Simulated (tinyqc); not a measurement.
# LED efficiency against current

ABC model of an LED: J = q da (A n + Ba n^2 + Ca n^3), IQE = Ba n^2/(A n + Ba n^2 + Ca n^3), differential lifetime 1/(A + 2 Ba n + 3 Ca n^2).

Inputs (values chosen for the exercise):
```
symbol,value,unit,meaning
A,4.1e6,1/s,defect coefficient of the active layer
Ba,5.1e-12,cm^3/s,radiative coefficient of the active layer
Ca,1.4e-31,cm^6/s,Auger coefficient of the active layer
da,5.2,nm,thickness of the active layer
```

Constants: q = 1.602176634e-19 C. Results are converted to the units shown.

LED efficiency against current:
```
J (A/cm^2)  n (cm^-3)  IQE (%)  defect share (%)  Auger share (%)  differential lifetime (ns)
0.05         1.264e17    13.58             86.37          0.04714                       185.3
0.2          3.922e17    32.67             66.98           0.3517                       122.5
0.9          1.096e18    56.70             41.59            1.706                       63.36
4            2.612e18    72.49             22.31            5.199                       29.75
20           6.020e18    76.99             10.28            12.72                       12.39
70           1.095e19    72.78             5.343            21.88                       6.019
300          2.092e19    62.00             2.382            35.61                       2.491
1000         3.455e19    50.72             1.180            48.10                       1.166
5000         6.490e19    35.79            0.4434            63.76                      0.4107
```

What does the table show?

The IQE goes from 13.6 through a maximum of 77.0 (at J = 20 A/cm^2 among the rows listed) to 35.8 %. The exact peak, Q/(Q + 2) = 77.1 % with Q = Ba/sqrt(A Ca) = 6.73, lies at n = sqrt(A/Ca) = 5.41e18 cm^-3, J = 16.1 A/cm^2, where the defect and Auger shares are equal. n goes as J^(0.82) at the low end and J^(0.39) at the high end.

Program tinyqc, `OMP_NUM_THREADS=1 python tinyqc.py 2300022 2300023 out.jsonl`; Intel Xeon 2.30GHz, shared host, one thread, about 0.01 s.
